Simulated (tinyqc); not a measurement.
Hubbard chain of 3 sites, step by step. One step of it, computed by the program tinyqc.

Task: The many-body Hamiltonian. Basis: all placements (u, d, 2, 0 on each site), up operators ordered before down ones; hops carry the sign of the same-spin electrons passed.

one-body matrix (hopping and site energies) (eV), order 1, 2, 3:
```
[[0.000000, -1.010000, 0.000000],
 [-1.010000, 0.000000, -1.010000],
 [0.000000, -1.010000, 0.000000]]
```

U = 9.300000 eV

electrons, up and down: [2, 2]

Give: H.

Result:

H (eV), order 220, 2ud, u2d, 2du, 202, ud2, d2u, du2, 022:
```
[[18.600, -1.010, 0.000, -1.010, 0.000, 0.000, 0.000, 0.000, 0.000],
 [-1.010, 9.300, -1.010, 0.000, -1.010, 0.000, 0.000, 0.000, 0.000],
 [0.000, -1.010, 9.300, 0.000, 0.000, -1.010, 0.000, 0.000, 0.000],
 [-1.010, 0.000, 0.000, 9.300, -1.010, 0.000, -1.010, 0.000, 0.000],
 [0.000, -1.010, 0.000, -1.010, 18.600, -1.010, 0.000, -1.010, 0.000],
 [0.000, 0.000, -1.010, 0.000, -1.010, 9.300, 0.000, 0.000, -1.010],
 [0.000, 0.000, 0.000, -1.010, 0.000, 0.000, 9.300, -1.010, 0.000],
 [0.000, 0.000, 0.000, 0.000, -1.010, 0.000, -1.010, 9.300, -1.010],
 [0.000, 0.000, 0.000, 0.000, 0.000, -1.010, 0.000, -1.010, 18.600]]
```
